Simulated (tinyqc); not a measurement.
## Mobility and doping from two currents

Inverse problem. A trap-free film with injecting contacts is fitted, with diffusion neglected, by J = q mu N V/Lf + (9/8) eps0 eps_r mu V^2/Lf^3. Find mu, N and the voltage at which both terms are equal.

Values chosen for this exercise:
```
symbol  value  unit                meaning
eps_r     9.7        relative permittivity
Lf        420    nm         film thickness
```

Constants: q = 1.602176634e-19 C, eps0 = 8.8541878128e-14 F/cm where lengths are in cm. Results are converted to the units shown.

J at 3.8 and 8 V (A/cm^2): [33.013028, 98.859973]

Answer. J/V is a straight line in V: the slope gives mu and the intercept mu N.

mu = 0.06700 cm^2/(V s)
N = 2.100e16 cm^-3
crossover voltage = 6.143 V

Numbers from tinyqc (`OMP_NUM_THREADS=1 python tinyqc.py 2730056 2730057 out.jsonl`; about 0.4 s on one thread of a shared Intel Xeon 2.30GHz).
